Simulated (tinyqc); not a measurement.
Shape of the distribution and failure rate.

For F(t) = 1 - exp(-(t/t63)^beta): mean t63 Gamma(1 + 1/beta), median t63 (ln 2)^(1/beta), deviation t63 sqrt(Gamma(1 + 2/beta) - Gamma(1 + 1/beta)^2), failure rate (beta/t63)(t/t63)^(beta - 1).

Inputs (values chosen for the exercise): characteristic time of a test capacitor t63 = 430 s.

Results:
```
beta  mean (s)  median (s)  deviation/mean  rate at 0.01 t63 (1/s)  rate at t63 (1/s)
0.5     860.00      206.59          2.2361                0.011628          0.0011628
0.7     544.30      254.73          1.4624               0.0064808          0.0016279
1       430.00      298.05          1.0000               0.0023256          0.0023256
1.3     397.14      324.36         0.77572               7.5941e-4          0.0030233
1.7     383.67      346.61         0.60548               1.5739e-4          0.0039535
3       383.98      380.55         0.36345               6.9767e-7          0.0069767
4       389.75      392.35         0.28054               9.3023e-9          0.0093023
```

Estimate the missing row, beta = 2.2.

Computed row:
```
beta  mean (s)  median (s)  deviation/mean  rate at 0.01 t63 (1/s)  rate at t63 (1/s)
2.2     380.82      364.01         0.47983               2.0368e-5          0.0051163
```

With this row back in the table: The relative spread falls from 2.24 to 0.281. For beta < 1 the rate falls with time (early failures), at 1 it is constant, 0.00233 1/s, and above 1 it grows (wear-out): the early rate goes from 10.0 times the rate at t63 to 1.00e-6 times.

Numbers from tinyqc (`OMP_NUM_THREADS=1 python tinyqc.py 2070051 2070052 out.jsonl`; about 0.01 s on one thread of a shared Intel Xeon 2.30GHz).
